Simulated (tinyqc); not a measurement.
Inputs raised by 10 %, one at a time: cluster expansion of a binary alloy: correlations, fit, cross-validation and ground states. Computed by tinyqc, a small Python program. Command: `OMP_NUM_THREADS=1 python tinyqc.py 3028476 3028477 out.jsonl clex sens`. One thread of a shared host (Intel(R) Xeon(R) Processor @ 2.30GHz), about 0.1 s of CPU time with the checks.

s = +1 for A and -1 for B. Energy per site E = J0 + J1 P(point) + sum over clusters of m V P, with P the mean product of spins; V > 0 on a pair favours unlike neighbours. Clusters per site m: pair 1 4, pair 2 3, pair 3 6, triplet 12; the triplet is two first-neighbour bonds closed by a second-neighbour bond. Formation energies are counted from the line between pure A and pure B, which removes J0 and J1.

Inputs (values chosen for the exercise, for a model alloy):
```
quantity                    value      unit
first-pair interaction V1     9.4       meV
second-pair interaction V2    2.3       meV
third-pair interaction V3   -0.24       meV
triplet interaction Vt        1.8       meV
noise amplitude               1.6  meV/site
temperature T                 950         K
fraction x of B              0.49         -
```

Lattice: bcc.

correlations P, counted on periodic cells:
```
                      point     pair 1     pair 2     pair 3    triplet
A                  1.000000   1.000000   1.000000   1.000000   1.000000
A3B D0_3           0.500000   0.000000   0.000000   1.000000  -0.500000
A3B (001) layers   0.500000   0.000000   0.666667   0.333333   0.166667
A2B C11_b          0.333333  -0.333333   0.555556   0.111111  -0.111111
AB B2              0.000000  -1.000000   1.000000   1.000000   0.000000
AB B32             0.000000   0.000000  -1.000000   1.000000   0.000000
A2B2 B11           0.000000   0.000000   0.333333  -0.333333   0.000000
AB (110) layers    0.000000   0.000000  -0.333333  -0.333333   0.000000
AB2 C11_b         -0.333333  -0.333333   0.555556   0.111111   0.111111
AB3 D0_3          -0.500000   0.000000   0.000000   1.000000   0.500000
AB3 (001) layers  -0.500000   0.000000   0.666667   0.333333  -0.166667
B                 -1.000000   1.000000   1.000000   1.000000  -1.000000
```

standard normal numbers for the noise (0 for the pure ends): A 0.000, A3B D0_3 -0.049, A3B (001) layers 0.783, A2B C11_b 0.421, AB B2 -1.312, AB B32 -1.144, A2B2 B11 -0.729, AB (110) layers -0.201, AB2 C11_b -0.027, AB3 D0_3 -0.658, AB3 (001) layers -0.446, B 0.000

Constants: k_B = 8.617333262e-05 eV/K.

Method:
- Design matrix of formation energies: m (P - 1) for pairs and m (P(triplet) - P(point)) for the triplet; x = (1 - P(point))/2.
- Exact: X V with V = (V1, V2, V3, Vt). The data to fit add the noise amplitude times the normal numbers, standing for what the clusters leave out.
- Leave out pair 3: A = X^T X and b = X^T E (E being the data with noise) over these three columns; solve A V = b. The root-mean-square error runs over the structures between the pure ends.
- For each set, H = X (X^T X)^-1 X^T over the structures between the ends; residual e = E - H E; leave-one-out error e_i/(1 - H_ii); both as root mean squares.
- Height above the hull = E less the lowest straight line between two structures that bracket x (or the lowest structure at the same x). The three-term fit is X V with the fitted values.
- Random alloy: P(pair) = p^2, P(triplet) = p^3, p = 1 - 2x, so H_mix = (p^2 - 1) sum m V(pairs) + (p^3 - p) m Vt; G_mix = H_mix + k_B T [x ln x + (1 - x) ln(1 - x)]. To first order in 1/T the Warren-Cowley parameter of shell 1 is alpha_1 = -(1 - p^2) V_eff/(k_B T), V_eff = V1 + (number of triplets on a first-neighbour bond) p Vt, that number being 6.

Runs; columns: (1) input moved; (2) from; (3) to; (4) mixing enthalpy H_mix (meV/site); (5) alpha_1; (6) leave-one-out error without pair 3 (meV/site); (7) lowest exact formation energy (meV/site):
```
(1)                                 (2)     (3)     (4)      (5)    (6)     (7)
base run                              -       -  -43.47  -0.1174  2.468  -75.20
first-pair interaction V1 (meV)     9.4   10.34  -47.23  -0.1289  2.468  -82.72
second-pair interaction V2 (meV)    2.3    2.53  -44.16  -0.1174  2.468  -75.20
third-pair interaction V3 (meV)   -0.24  -0.264  -43.33  -0.1174  2.588  -75.20
triplet interaction Vt (meV)        1.8    1.98  -43.52  -0.1177  2.468  -75.20
noise amplitude (meV/site)          1.6    1.76  -43.47  -0.1174  2.595  -75.20
fraction x of B                    0.49   0.539  -41.12  -0.1039  2.468  -75.20
temperature T (K)                   950    1045  -43.47  -0.1067  2.468  -75.20
```

Exponents ln(y'/y) / ln(x'/x):
```
input                       mixing enthalpy H_mix  alpha_1  leave-one-out error without pair 3  lowest exact formation energy
first-pair interaction V1                   0.870    0.979                               0.000                              1
second-pair interaction V2                  0.165    0.000                               0.000                              0
third-pair interaction V3                  -0.035    0.000                               0.500                              0
triplet interaction Vt                      0.010    0.024                               0.000                              0
noise amplitude                             0.000    0.000                               0.529                              0
fraction x of B                            -0.583   -1.283                               0.000                              0
temperature T                               0.000   -1.000                               0.000                              0
```

To which inputs is each result most sensitive?

Among the inputs moved here: mixing enthalpy H_mix answers most in size to first-pair interaction V1 (exponent +0.870), next to fraction x of B (-0.583); its exponent is below 0.0005 for noise amplitude, temperature T. alpha_1 answers most in size to fraction x of B (exponent -1.283), next to temperature T (-1.000); its exponent is below 0.0005 for second-pair interaction V2, third-pair interaction V3, noise amplitude. Its exponent -1.000 in temperature T: first order in 1/T. leave-one-out error without pair 3 answers most in size to noise amplitude (exponent +0.529), next to third-pair interaction V3 (+0.500); its exponent is below 0.0005 for first-pair interaction V1, second-pair interaction V2, triplet interaction Vt, fraction x of B, temperature T. lowest exact formation energy answers most in size to first-pair interaction V1 (exponent +1.000); its exponent is below 0.0005 for second-pair interaction V2, third-pair interaction V3, triplet interaction Vt, noise amplitude, fraction x of B, temperature T.

Extremes, crossings and ranges named in words are read from the listed rows.
